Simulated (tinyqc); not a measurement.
Bias-temperature instability from a Gaussian distribution of capture and emission barriers: one step, computed by the program tinyqc. Command: `OMP_NUM_THREADS=1 python tinyqc.py 3027866 3027867 out.jsonl bti walk`. One thread of a shared host (Intel(R) Xeon(R) Processor @ 2.30GHz), about 0.01 s of CPU time with the checks.

Each trap has a capture time tau_0 exp(E_c/(k_B T)) under stress and an emission time tau_0 exp(E_e/(k_B T)) after it. E_c is Gaussian, and E_e = E_c + d with d Gaussian and independent. A trap counts as filled once t_s exceeds its capture time and as emptied once t_r exceeds its emission time.

Task: Recovery. Demarcation energies E_s = k_B T ln(t_s/tau_0), E_r = k_B T ln(t_r/tau_0); mean barrier mu = mu_c - k_F F; z = (E_s - mu)/sigma_c; Phi is the standard normal distribution. Temperatures in kelvin are T(C) + 273.15. Remaining shift dV = V_max int_(-infinity)^(E_s) g(E_c) [1 - Phi((E_r - E_c - delta)/sigma_d)] dE_c, g the Gaussian density of E_c (Gauss-Legendre, 120 points over 7 sigma_c below E_s).

Inputs (values chosen for the exercise, for a model p-channel transistor): shift with all traps filled V_max = 270 mV; spread of capture barriers sigma_c = 0.29 eV; mean of E_e - E_c at the stress field, delta = -0.11 eV; spread of E_e - E_c, sigma_d = 0.25 eV; time constant tau_0 = 5e-09 s; temperature T = 175 C; stress time t_s = 100 s; recovery time t_r = 700 s.

mean barrier mu = 1.465 eV

shift without recovery dV0 = 7.876084 mV

Constants: k_B = 8.617333262e-05 eV/K.

Give: E_r; remaining shift dV; remaining share dV/dV0.

Result:

E_r = 0.99114 eV

remaining shift dV = 1.0544 mV

remaining share dV/dV0 = 0.13387

A measurement delay of t_r hides 87 % of the shift.
